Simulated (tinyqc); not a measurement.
Tail length against growth temperature: equilibrium and kinetic segregation of a solute to boundaries and growing surfaces. Computed by tinyqc, a small Python program. Command: `OMP_NUM_THREADS=1 python tinyqc.py 3027912 3027913 out.jsonl segreg walk`. One thread of a shared host (Intel(R) Xeon(R) Processor @ 2.30GHz), about 0.01 s of CPU time with the checks.

Inputs (values chosen for the exercise, modelled on arsenic in polycrystalline silicon): exchange barrier E_b = 1.62 eV; surface segregation energy E_s = 0.19 eV; growth rate = 0.092 monolayers/s.

Constants: k_B = 8.617333262e-05 eV/K.

Method. Two-state exchange during growth, dilute: jump up r_u = nu exp(-E_b/(k_B T_g)), jump back r_d = r_u exp(-E_s/(k_B T_g)), nu = 1e13 1/s. In the time 1/R of one monolayer the share carried up is p = [r_u/(r_u + r_d)] [1 - exp(-(r_u + r_d)/R)]; the tail decays as p^n, length -1/ln p monolayers; the equilibrium limit has p = r_u/(r_u + r_d).

Exchange model:

| T_g (K) | r_u/R | p | length (monolayers) | equilibrium limit |
|---|---|---|---|---|
| 500 | 5.0972e-03 | 0.00508 | 0.189 | 82.745 |
| 535 | 5.9645e-02 | 0.05787 | 0.351 | 62.134 |
| 564 | 3.6329e-01 | 0.30358 | 0.839 | 50.364 |
| 593 | 1.8543e+00 | 0.83018 | 5.373 | 41.686 |
| 617 | 6.3640e+00 | 0.97131 | 34.350 | 36.139 |
| 640 | 1.9023e+01 | 0.96908 | 31.844 | 31.844 |
| 675 | 8.7246e+01 | 0.96326 | 26.715 | 26.715 |
| 727 | 6.3958e+02 | 0.95403 | 21.252 | 21.252 |
| 814 | 1.0143e+04 | 0.93754 | 15.504 | 15.504 |

What does the comparison show, and why?

The length peaks among these rows at 617 K with 34.3 monolayers. Below, exchange freezes (r_u/R = 0.0051 in the first row); above, the length follows the equilibrium limit, about exp(E_s/(k_B T)), down to 15.5.

Extremes, crossings and ranges named in words are read from the listed rows.
